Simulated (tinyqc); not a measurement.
What moves the results: Kronig-Penney superlattice by transfer matrices. A value that a table varies takes the place of the one given here.

Wells (width a, potential 0, mass mw) alternate with barriers (width b, height V0, mass mb); period d = a + b; c = hbar^2/2m0. The vector (psi, psi'/m) is continuous, and a layer of thickness t carries it by M = [[cos kt, (m/k) sin kt], [-(k/m) sin kt, cos kt]] with k = sqrt(m (E - V)/c); for E < V, k = i kappa gives [[cosh, (m/kappa) sinh], [(kappa/m) sinh, cosh]] of kappa t. A Bloch state obeys cos(q d) = tr(Mb Mw)/2.

Constants: hbar^2/2m0 = 3.80998211 eV angstrom^2.

Inputs chosen for the exercise (near those of an InGaAs superlattice with barriers of InAlAs; the results hold for these values, not for the real material): a = 49 angstrom (well width); V0 = 0.544 eV (barrier height); mw = 0.0417 m0 (mass in the wells); mb = 0.0722 m0 (mass in the barriers); bs = (15, 22.5, 30, 39, 48, 60, 75) angstrom (barrier widths); b = 30 angstrom (barrier width).

## Barrier width

First miniband against b. m_z = -2 c f'/d^2 with f = tr M/2 at the bottom of the band. E1 is the level of the single well, kappa1 its decay constant in the barrier.

First miniband:
```
b (angstrom)  bottom (eV)  top (eV)  W (meV)    ln W  m_z (m0)
15.0               0.0938    0.1824    88.66   4.485    0.0617
22.5               0.1115    0.1563    44.83   3.803    0.0844
30.0               0.1211    0.1440    22.93   3.132     0.123
39.0               0.1269    0.1372    10.31   2.334     0.206
48.0               0.1296    0.1343    4.652   1.537     0.362
60.0               0.1311    0.1327    1.610   0.476     0.809
75.0               0.1317    0.1321   0.4278  -0.849      2.33
```

E1 = 0.1319 eV
kappa1 = 0.0884 1/angstrom

W falls from 88.7 to 0.43 meV, and both edges close in on E1. The slope of ln W is -0.0909 per angstrom over the first two rows and -0.0884 over the last two, against -kappa1 = -0.0884: the width follows one power of the tunnelling amplitude once the wells couple weakly. m_z grows by a factor 37.7.

## From one barrier to a miniband

Transmission through N barriers separated by wells, between leads of the well material: T = 4/[(M11 + M22)^2 + (u M12 - M21/u)^2] with u = k/mw and M the product over all layers; twelve evenly spaced energies around the first miniband.

Transmission:
```
E (eV)    tr M/2 of a period   N = 1     N = 2     N = 4     N = 8
0.110743               2.107  0.0147  0.000841  3.39e-06  5.60e-11
0.114912               1.643  0.0154   0.00144  1.87e-05  3.29e-09
0.119080               1.202  0.0160   0.00281  0.000198  1.31e-06
0.123249               0.783  0.0167   0.00689    0.0331    0.0105
0.127417               0.385  0.0174    0.0290    0.0149     0.981
0.131585               0.007  0.0181     0.989     0.956     0.845
0.135754              -0.350  0.0188    0.0376    0.0168     0.181
0.139922              -0.688  0.0195    0.0104     0.488     0.194
0.144091              -1.008  0.0202   0.00505   0.00119  0.000235
0.148259              -1.309  0.0209   0.00311  0.000132  2.84e-07
0.152427              -1.593  0.0217   0.00218  3.29e-05  7.91e-09
0.156596              -1.860  0.0224   0.00166  1.18e-05  6.20e-10
```

5 of the energies lie in the miniband (|tr M/2| <= 1); there T for N = 8 runs between 0.0105 and 0.981. In the gaps it falls with N: at E = 0.1566 eV from 1.18e-05 (N = 4) to 6.2e-10 (N = 8), a slope of ln T of -2.46 a period, against -2 arccosh|tr M/2| = -2.46.

## What each parameter does

Bottom and width of the first miniband, the gap above it, and m_z = -2 c f'/d^2 with f = tr M/2. Each row changes one parameter from the base and keeps the others.

Results:
```
case             bottom (eV)  width (meV)  gap (meV)  m_z (m0)
base                  0.1211         22.9      317.2    0.1229
a = 44 angstrom       0.1364         28.1      345.0    0.1158
b = 34 angstrom       0.1242         16.1      325.2    0.1534
V0 = 0.462 eV         0.1103         28.0      283.0    0.1045
mw = 0.0375 m0        0.1242         24.6      334.5    0.1146
mb = 0.0614 m0        0.1248         29.3      307.8    0.0992
```

The largest shifts from the base row, up to three for each result and ties (the steps differ in size, so this ranks the rows, not the parameters). bottom (eV): a +0.0153, V0 -0.0108, mb +0.0037. width (meV): b -6.9, mb +6.4, a +5.2. gap (meV): V0 -34.2, a +27.8, mw +17.2. m_z (m0): b +0.0305, mb -0.0237, V0 -0.0185.

(tinyqc, `OMP_NUM_THREADS=1 python tinyqc.py 1251020 1251021 out.jsonl`, Intel(R) Xeon(R) Processor @ 2.30GHz, 1 thread, shared host, about 0.03 s.)
